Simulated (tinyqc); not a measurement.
What moves the results: quasiparticle equation with a plasmon-pole self-energy for two band edges. A value that a table varies takes the place of the one given here.

For each edge E = e + X + Sc(E), with the correlation part Sc(E) = A[0]/(E - a + w) + A[1]/(E - b - w); a and b are the valence and conduction energies that enter the Green function (a = ev, b = ec in the one-shot scheme). Z = 1/(1 - dSc/dE), dSc/dE = -A[0]/(E - a + w)^2 - A[1]/(E - b - w)^2.

Parameters, chosen for this exercise (scales of the order of those of AlN; not measured data):
- ev = 0 eV (mean-field valence top)
- ec = 4.08 eV (mean-field conduction edge)
- w = 18.5 eV (pole energy)
- Av = (49, 29.7) eV^2 (weights of the valence state on the hole and electron poles)
- Ac = (20.9, 58.6) eV^2 (the same for the conduction state)
- Xv = -2.29 eV (exchange minus the mean-field potential, valence)
- Xc = 3.67 eV (the same, conduction)

## Schemes compared

Z = 1; linearised; exact one-shot; energies updated in G (a, b); updated in G and W, where w grows by half of the opening of the gap (a rule chosen for the exercise).

Results (eV):
```
scheme               Ev     Ec    gap  opening
mean field        0.000  4.080  4.080    0.000
Z = 1            -0.957  5.508  6.465    2.385
linearised       -0.796  5.258  6.054    1.974
one-shot, exact  -0.793  5.249  6.042    1.962
update G         -0.841  5.426  6.267    2.187
update G and W   -0.937  5.575  6.512    2.432
```

The openings run from 1.962 (one-shot, exact) to 2.432 eV (update G and W). Linearising moves the gap by 12 meV, updating G +225 meV and updating W a further +245 meV: once Z is kept, the level of self-consistency matters more than linearising.

## The starting point

The mean-field gap is opened by d (ev lowered by d/2, ec raised by d/2) and X is changed by the opposite amounts, so that e + X stays; one-shot and G-updated gaps.

Gaps (eV):
```
d    start  one-shot  update G
0.0  4.080    6.0422    6.2668
0.2  4.280    6.0634    6.2668
0.4  4.480    6.0843    6.2668
0.6  4.680    6.1051    6.2668
0.9  4.980    6.1360    6.2668
1.2  5.280    6.1664    6.2668
1.6  5.680    6.2064    6.2668
```

The one-shot gap moves by a fraction 0.10 of any change of the starting gap, while the updated gap, 6.2668 eV, does not depend on it. The two agree where the start already equals the result, near d = 2.19 eV. A real change of starting point alters the orbitals and the screening too; this model holds both fixed.

## What each parameter does

Exact one-shot edges and Z of the valence state there. Each row changes one parameter from the base and keeps the others.

Results:
```
case                     Ev (eV)  Ec (eV)  gap (eV)       Z
base                     -0.7934   5.2488    6.0422  0.8260
w = 19.43 eV             -0.8684   5.3637    6.2321  0.8388
Xv = -2.39 eV            -0.8759   5.2488    6.1248  0.8253
Xc = 3.77 eV             -0.7934   5.3300    6.1233  0.8260
ec = 4.18 eV             -0.7889   5.3459    6.1347  0.8264
Av = (51.45, 29.7) eV^2  -0.6797   5.2488    5.9286  0.8218
Ac = (20.9, 61.53) eV^2  -0.7934   5.1126    5.9059  0.8260
```

The largest shifts from the base row, up to three for each result and ties (the steps differ in size, so this ranks the rows, not the parameters). Ev (eV): Av +0.1136, Xv -0.0826, w -0.0751; unchanged at the printed digits by Xc and Ac. Ec (eV): Ac -0.1363, w +0.1148, ec +0.0970; unchanged at the printed digits by Xv and Av. gap (eV): w +0.1899, Ac -0.1363, Av -0.1136. Z: w +0.0128, Av -0.0042, Xv -0.0007; unchanged at the printed digits by Xc and Ac.

Computed by tinyqc, a small Python program: `OMP_NUM_THREADS=1 python tinyqc.py 1880140 1880141 out.jsonl` (the numbers bound the seed that draws the inputs); one thread of a shared host (Intel(R) Xeon(R) Processor @ 2.30GHz), about 0.02 s for the whole set of steps.
